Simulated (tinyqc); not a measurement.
## Interface traps from C-V curves, high-low and Terman methods: an error in the doping read as traps

MOS capacitor on an n-type substrate; psi is the band bending, negative in depletion; only majority carriers are counted. At the bending psi the Fermi level lies y = xi - psi below the conduction edge at the surface, xi = Vt ln(Nc/Nd). Dit(y) = D0 + D1 exp(-y/E1); traps fill up to the Fermi level, follow the bias and a slow signal, and do not follow a fast one. V is the gate voltage from flat band.

Cox = 3.9 eps0/EOT, LD = sqrt(eps0 eps_r Vt/(q Nd)), u = psi/Vt, Cd = (eps0 eps_r/(sqrt(2) LD)) |exp(u) - 1|/sqrt(exp(u) - u - 1). Ideal V0 = psi - sqrt(2) (eps0 eps_r Vt/LD) sqrt(exp(u) - u - 1)/Cox for psi < 0; the traps add dV = (q/Cox) times the integral of Dit from 0 to psi = (q/Cox) [D0 psi + D1 E1 exp(-xi/E1) (exp(psi/E1) - 1)]. 1/C_HF = 1/Cox + 1/Cd, 1/C_LF = 1/Cox + 1/(Cd + q Dit). The sample has Nd; the ideal curve is drawn with Nd (1 + e). At the true psi = -0.326 V the measured C_HF is matched to the ideal curve, which gives psi', and Dit = (Cox/q) [dV/dpsi' - 1 - Cd'(psi')/Cox], derivatives exact.

Inputs (values chosen for the exercise); band and dielectric values close to those of gallium nitride:
- T = 300 K (temperature)
- eps_r = 9.56 (relative permittivity)
- Nc = 2.33e18 cm^-3 (conduction-band density of states at T)
- Nd = 7.2e16 cm^-3 (donor density)
- EOT = 19 nm (equivalent oxide thickness)
- D0 = 2.1e11 cm^-2 eV^-1 (trap density far from the band edge)
- D1 = 7.4e12 cm^-2 eV^-1 (band-tail density at the conduction edge)
- E1 = 0.16 eV (decay energy of the tail)

Constants: q = 1.602176634e-19 C, kB = 1.380649e-23 J/K, Vt = kB T/q, eps0 = 8.8541878128e-14 F/cm where lengths are in cm. Results are converted to the units shown.

The same in every row: true Dit (cm^-2 eV^-1) = 7.600e11.

An error in the doping read as traps:
```
e      psi' (V)  apparent Dit (cm^-2 eV^-1)
-0.15   -0.2810                    1.234e12
-0.1    -0.2960                    1.059e12
-0.05   -0.3110                    9.015e11
-0.02   -0.3200                    8.149e11
0       -0.3260                    7.600e11
0.02    -0.3320                    7.073e11
0.05    -0.3410                    6.320e11
0.1     -0.3560                    5.156e11
0.15    -0.3710                    4.092e11
```

The apparent Dit falls from 1.23e12 to 4.09e11 cm^-2 eV^-1, against the true 7.60e11. An error of +5 % in the doping shifts it by -1.28e11 cm^-2 eV^-1, 16.8 % of the true value.

Numbers from tinyqc (`OMP_NUM_THREADS=1 python tinyqc.py 2030007 2030008 out.jsonl`; about 0.01 s on one thread of a shared Intel Xeon 2.30GHz).
